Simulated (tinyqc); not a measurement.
Comparisons within one model: thin-film optics by transfer matrices. A value that a table varies takes the place of the one given here.

Indices N = n + i k. Snell: N0 sin(theta) = N_j sin(theta_j), with Im(N_j cos theta_j) >= 0. Admittance y_j = N_j cos theta_j for s and N_j/cos theta_j for p. Phase delta_j = 2 pi N_j cos theta_j d_j/lambda. Layer matrix [[cos delta, -i sin delta/y], [-i y sin delta, cos delta]], multiplied from the top down to M. (B, C) = M (1, y_sub); r = (y0 B - C)/(y0 B + C), R = |r|^2, T = 4 Re y0 Re y_sub/|y0 B + C|^2, absorbed in the films 1 - R - T.

Ellipsometry: rho = tan(Psi) exp(i Delta) = -conj(r_p/r_s) with the r of the admittance formula, Delta in 0 to 360 degrees, so that a bare dielectric at small angles gives Delta = 180.

Parameters, chosen for this exercise (indices near those of resist, ARC on Cu; shifted at random, so the results belong to these values and not to a real crystal): lam = 365 nm (vacuum wavelength); n0 = 1 (ambient index); n = (1.672, 1.775, 1.295) (n of resist, ARC, substrate); k = (0.026, 0.309, 1.865) (k in the same order); d = (199, 45.8) nm (thicknesses, top first); theta = 60 degrees (angle of incidence); pol = p (polarisation).

## Swing curve: thickness of the top film

The first entry of d takes the values listed.

Stack:
```
d_1 (nm)       R       T  absorbed
199.0     0.0219  0.3358    0.6423
220.3     0.0243  0.3273    0.6485
241.5     0.0238  0.3192    0.6571
262.8     0.0201  0.3122    0.6677
284.1     0.0161  0.3063    0.6776
305.3     0.0149  0.3004    0.6847
326.6     0.0167  0.2937    0.6896
347.9     0.0189  0.2864    0.6947
369.1     0.0186  0.2794    0.7020
390.4     0.0155  0.2733    0.7112
411.7     0.0121  0.2680    0.7199
432.9     0.0111  0.2628    0.7261
454.2     0.0128  0.2569    0.7303
```

R swings between 0.0111 and 0.0243 on these points. The period is lambda/(2 Re(N_1 cos theta_1)) = 127.6 nm, six rows. The swing shrinks from 0.0094 in the first period to 0.0078 in the second, as the film absorbs the wave that returns from below. The swing ratio (max - min)/mean is 0.76.

## Angle of incidence

Both polarisations.

Stack:
```
theta (degrees)     R_s     R_p    Psi   Delta
0                0.0149  0.0149  45.00  180.00
15               0.0243  0.0173  40.14  176.82
30               0.0715  0.0281  32.07  163.61
45               0.1837  0.0382  24.52  147.05
55               0.2876  0.0306  18.07  133.45
60               0.3458  0.0219  14.12  122.00
65               0.4100  0.0137  10.35   99.08
70               0.4838  0.0140   9.66   56.00
75               0.5730  0.0405  14.89   22.27
80               0.6843  0.1314  23.66    8.42
85               0.8248  0.3757  34.01    2.82
```

R_s and R_p agree at normal incidence (0.0149). R_p is lowest at 65 degrees of those listed (0.0137), where R_s = 0.4100; the top face alone would stop reflecting p light at arctan(n/n0) = 59.1 degrees, while the layers and the substrate below set where the minimum falls. R_s rises steadily with the angle.

## Thickness of the antireflection layer under the resist

Light arrives at normal incidence from inside the resist, taken as the ambient with its real index n; the second entry of d takes the values listed.

Reflectance back into the resist:
```
d_2 (nm)       R
0         0.2948
10        0.2327
20        0.1568
30        0.0894
40        0.0446
50        0.0248
60        0.0250
80        0.0514
100       0.0603
120       0.0336
```

Without the layer R = 0.2948; the lowest value listed is 0.0248 at 50 nm, against a quarter wave lambda/(4 n) = 51.4 nm. A very thick layer would leave only its top interface, R = 0.0089, once absorption has removed the wave from below.

## Sensitivity of the reflectance

R for both polarisations. Each row changes one parameter from the base and keeps the others.

Results:
```
case                          R_s     R_p     T_s
base                       0.3458  0.0219  0.1857
d = (204, 45.8) nm         0.3349  0.0226  0.1881
n = (1.705, 1.775, 1.295)  0.3525  0.0246  0.1841
k = (0.026, 0.309, 2.062)  0.3625  0.0278  0.1718
lam = 370 nm               0.3538  0.0221  0.1858
theta = 65 degrees         0.4100  0.0137  0.1639
```

The largest shifts from the base row, up to three for each result and ties (the steps differ in size, so this ranks the rows, not the parameters). R_s: theta +0.0642, k +0.0167, d -0.0109. R_p: theta -0.0082, k +0.0059, n +0.0027. T_s: theta -0.0218, k -0.0140, d +0.0023.

Computed by tinyqc, a small Python program: `OMP_NUM_THREADS=1 python tinyqc.py 1650058 1650059 out.jsonl` (the numbers bound the seed that draws the inputs); one thread of a shared host (Intel(R) Xeon(R) Processor @ 2.30GHz), about 0.01 s for the whole set of steps.
